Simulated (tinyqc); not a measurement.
# A spin-degenerate level with charging energy between two leads, rate equations: two studies

States 0, up, down and 2 with energies 0, e1 - Ez/2, e1 + Ez/2 and 2 e1 + U. mu_L = +V/2, mu_R = -V/2 (meV), f(x) = 1/(1 + exp(x/kB T)). A transition that adds one electron of given spin at the energy E has the rate G f(E - mu) from each lead, and its reverse G [1 - f(E - mu)]. I counts electrons leaving the left lead, times q.

Parameters, values chosen for the exercise:
- U = 8.4 meV (charging energy of the second electron)
- e1 = -5.76 meV (level)
- GL = 0.17 1/ns (tunnel rate to the left lead)
- GR = 0.071 1/ns (tunnel rate to the right lead)
- T = 2.4 K (temperature)
- Ez = 0 meV (Zeeman splitting)

Constants: q = 1.602176634e-19 C, kB = 1.380649e-23 J/K, Vt = kB T/q. Results are converted to the units shown.

Each table varies one quantity; the others keep the values above.

## Current against bias

Transition energies: 0-up e1 - Ez/2, 0-down e1 + Ez/2, up-2 e1 + U + Ez/2, down-2 e1 + U - Ez/2. dp/dt = W p; W_ji is the rate from state i to j, and each column sums to zero. Steady state: W p = 0 with sum p = 1. I = q GL sum over transitions i-j of [fL p_i - (1 - fL) p_j].

Result of one run:
```
V (mV)	I (pA)	I (GL + GR)/(q GL GR)	mean number	p(2)
6.7	11.81	1.471	1.519	0.519
```

What becomes of these results when the bias V is changed from 6.7 to 7.87 mV, all else the same?

Result of the changed run:
```
V (mV)	I (pA)	I (GL + GR)/(q GL GR)	mean number	p(2)
7.87	12.36	1.540	1.543	0.543
```

The whole series:
```
V (mV)	I (pA)	I (GL + GR)/(q GL GR)	mean number	p(2)
0.84	1.718e-4	2.141e-5	1.000	7.74e-6
2.01	0.002957	3.686e-4	1.000	1.30e-4
3.18	0.04986	0.006214	1.002	2.19e-3
4.36	0.8111	0.1011	1.036	0.0356
5.53	6.722	0.8377	1.295	0.295
6.7	11.81	1.471	1.519	0.519
7.87	12.36	1.540	1.543	0.543
9.04	12.40	1.545	1.545	0.545
10.22	12.51	1.560	1.541	0.543
11.39	13.71	1.709	1.497	0.528
12.56	15.70	1.957	1.424	0.502
13.73	16.03	1.997	1.412	0.498
14.9	16.05	2.000	1.411	0.498
```

The scaled current rises from 2.14e-5 to 2.00. A transition enters the bias window when V = 2 |E|: at 5.28, 11.5 mV, each step a few kB T = 0.207 meV wide. With all four transitions inside, the scaled current tends to 2 and the mean number to 2 GL/(GL + GR) = 1.41; the last row has 2.00 and 1.41.

## Shape of a conductance peak

Same model as above.

The conductance is dI/dV at V = 0; the last column divides it by q^2 GL GR/((GL + GR) 4 kB T), the peak of one spinless level.

Shape of a conductance peak:
```
e1 (meV)	dI/dV (nS)	mean number	scaled
-9.227	1.348	1.965	0.1390
-9.062	2.808	1.925	0.2895
-8.896	5.470	1.846	0.5639
-8.731	9.283	1.712	0.9571
-8.565	12.68	1.526	1.307
-8.4	12.93	1.333	1.333
-8.235	9.833	1.184	1.014
-8.069	5.918	1.092	0.6101
-7.904	3.092	1.043	0.3187
-7.738	1.488	1.020	0.1534
-7.573	0.6924	1.009	0.07138
```

The conductance peaks at e1 = -8.4 meV among the rows, with the scaled height 1.33. For U >> kB T the 1-2 peak lies at e1 = -U - (kB T/2) ln 2 = -8.47 meV, with the height 8/(1 + sqrt 2)^2 = 1.373: two spin states on one side of the transition and one state on the other shift and raise it.

Range of the model: Rate equations need hbar G well below kB T; cotunnelling and the Kondo effect are left out.

Numbers from tinyqc (`OMP_NUM_THREADS=1 python tinyqc.py 2780106 2780107 out.jsonl`; about 0.01 s on one thread of a shared Intel Xeon 2.30GHz).
